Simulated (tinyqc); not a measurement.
Changing the channel length L: lateral field, substrate current, probability of reaching the oxide barrier and hot-carrier lifetime of a silicon transistor (pseudo-two-dimensional and lucky-electron models). Computed by tinyqc, a small Python program. Command: `OMP_NUM_THREADS=1 python tinyqc.py 3011679 3011680 out.jsonl hotcar sweep`. One thread of a shared host (Intel(R) Xeon(R) Processor @ 2.30GHz), about 0.01 s of CPU time with the checks.

Local-field models: a lucky carrier gains its energy at the peak field over a path free of collisions. Voltages are magnitudes.

Inputs (values chosen for the exercise, modelled on a silicon p-channel): oxide thickness t = 5.8 nm; junction depth x_j = 80 nm; mobility mu = 100 cm^2/(V s); saturation velocity v_s = 0.73 1e7 cm/s; threshold voltage V_T = 0.55 V; gate voltage V_G = 1.9 V; drain voltage V_D = 4.3 V; ionisation prefactor A_i = 8.7e+06 1/cm; ionisation field B_i = 3.61 MV/cm; hot-carrier mean free path lambda = 5 nm; oxide barrier phi_b = 4.6 eV; interface-trap threshold phi_it = 4.6 eV; lifetime constant H = 3000 s microampere/micrometre; length of the depleted extension L_n = 24 nm.

Drain: lightly doped extension.

Constants: eps_0 = 8.8541878128e-12 F/m.

Method:
- C_ox = 3.9 eps_0/t; F_sat = 2 v_s/mu; V_Dsat = V_ov F_sat L/(V_ov + F_sat L), V_ov = V_G - V_T; I_D/W = C_ox v_s (V_ov - V_Dsat).
- Scale length l = 0.22 t^(1/3) x_j^(1/2) (all in cm); F_m = sqrt(((V_D - V_Dsat)/l_e)^2 + F_sat^2), with l_e = l + L_n; length of the velocity-saturated region l_e ln((V_D - V_Dsat)/(l_e F_sat) + F_m/F_sat).
- Substrate current I_sub/I_D = (A_i/B_i)(V_D - V_Dsat) exp(-B_i/F_m); probability of reaching the oxide barrier exp(-phi_b/(e lambda F_m)); lifetime tau = (H/(I_D/W)) exp(phi_it/(e lambda F_m)).

One run for each value; columns: (1) channel length L (nm); (2) substrate current I_sub/W (microampere/micrometre); (3) peak field F_m (kV/cm); (4) V_Dsat (V); (5) lifetime tau (s):
```
(1)      (2)    (3)    (4)        (5)
200   0.6775  468.3  0.923  5.508e+09
280   0.4265  456.8  1.015  1.148e+10
400   0.2627  446.6  1.097  2.403e+10
570   0.1648  438.5  1.162  4.727e+10
810   0.1058  432.3  1.212  8.709e+10
1200  0.0658  427.2  1.253  1.614e+11
```

Describe and explain the trends.

Over the rows, substrate current I_sub/W (microampere/micrometre) falls from 0.677 to 0.0658 (exponent d ln y / d ln x -1.4 between the first rows and -1.2 between the last); peak field F_m (kV/cm) falls from 468 to 427 (exponent d ln y / d ln x -0.074 between the first rows and -0.031 between the last); V_Dsat (V) rises from 0.923 to 1.25 (exponent d ln y / d ln x 0.28 between the first rows and 0.086 between the last). At fixed t and x_j a shorter channel lowers V_Dsat, leaving more voltage for the pinch-off region, and carries more current. Left out: 97.0, 140 (the saturated region would fill the channel).

Caution (all rows): the empirical formula for l was fitted to oxides of about 15 nm or more; for thinner ones it is an extrapolation. Caution (rows 200): the saturated region fills most of the channel, so the split into two regions is rough. Caution (all rows): e V_D is below phi_b or phi_it, so the available energy, not the field, limits hot carriers, and the lucky-electron formulas overstate them.

Extremes, crossings and ranges named in words are read from the listed rows.
